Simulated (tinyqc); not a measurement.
Ballistic Schottky-barrier transistor with a two-dimensional channel, WKB contacts: one step of the calculation.

Source Fermi level 0, drain Fermi level -Vd. Far from the contacts Ec = pn - psi, and the gate moves psi one to one; the band edges relax as exp(-x/lam) from pn at the source and pn - Vd at the drain; Ev = Ec - Eg. A carrier of energy w inside the channel band meets at a contact a barrier of height D (the contact edge beyond the channel edge): T = 1 for w >= D, else exp(-S), S = 4 lam sqrt(m/C) [sqrt(D - w) - sqrt(w) arctan sqrt((D - w)/w)], C = hbar^2/(2 m0). The two contacts combine as Ts Td/(Ts + Td - Ts Td).

Task. Current of the electrons on a coarse grid. I/W = g (2 q^2/h) int T(w) [N(Es + w) - N(Ed + w)] dw with w the energy of motion along the channel, N(y) = (1/2 pi) sqrt(pi m kB T/C) Fm(-y/kB T), Fm(x) = (1/sqrt(pi)) int_0^infinity u^(-1/2)/(1 + exp(u - x)) du. Electrons: Ds = psi, Dd = psi - Vd, Es = Ec, Ed = Ec + Vd. Holes: Ds = -psi, Dd = Vd - psi, Es = -Ev, Ed = -Ev - Vd. The size of each current is taken; both flow from drain to source and add. Simpson's rule on nE equally spaced w from 0 to wm.

Inputs (values chosen for the exercise); channel values close to those of a molybdenum disulphide layer:
```
symbol  value  unit                                    meaning
T         300     K                                temperature
pn       0.14    eV     barrier for electrons at both contacts
mn       0.49    m0                              electron mass
g           2                              valleys or subbands
lam       4.3    nm           screening length at the contacts
Vd        0.5     V                                 drain bias
ps       0.33     V  band shift psi of the channel by the gate
wm       0.51    eV                      upper end of the grid
nE         17                               points of the grid
```

Constants: q = 1.602176634e-19 C, kB = 1.380649e-23 J/K, hbar = 1.054571817e-34 J s, h = 6.62607015e-34 J s, m0 = 9.1093837015e-31 kg, Vt = kB T/q, hbar^2/(2 m0) = 0.0380998212 eV nm^2. Results are converted to the units shown.

Find: w; Ts; Td; T; size of the supply difference; current.

Result.

```
point  w (eV)         Ts     Td          T  size of the supply difference (1/um)
0      0.0000  4.085e-16  1.000  4.085e-16                                 493.4
1      0.0319   2.368e-9  1.000   2.368e-9                                 448.1
2      0.0638   5.294e-7  1.000   5.294e-7                                 397.1
3      0.0956   2.161e-5  1.000   2.161e-5                                 337.6
4      0.1275   3.584e-4  1.000   3.584e-4                                 265.8
5      0.1594   0.003283  1.000   0.003283                                 180.5
6      0.1913    0.01935  1.000    0.01935                                 95.43
7      0.2231    0.07998  1.000    0.07998                                 37.92
8      0.2550     0.2432  1.000     0.2432                                 12.46
9      0.2869     0.5546  1.000     0.5546                                 3.773
10     0.3187     0.9274  1.000     0.9274                                 1.112
11     0.3506      1.000  1.000      1.000                                0.3253
12     0.3825      1.000  1.000      1.000                               0.09489
13     0.4144      1.000  1.000      1.000                               0.02766
14     0.4462      1.000  1.000      1.000                              0.008062
15     0.4781      1.000  1.000      1.000                              0.002350
16     0.5100      1.000  1.000      1.000                              6.847e-4
```

current = 60.15 uA/um

Range of the model: No scattering, image-force lowering, channel charge or band-to-band tunnelling; parabolic kappa overstates S deep in the gap.

Numbers from tinyqc (`OMP_NUM_THREADS=1 python tinyqc.py 2390146 2390147 out.jsonl`; about 0.2 s on one thread of a shared Intel Xeon 2.30GHz).
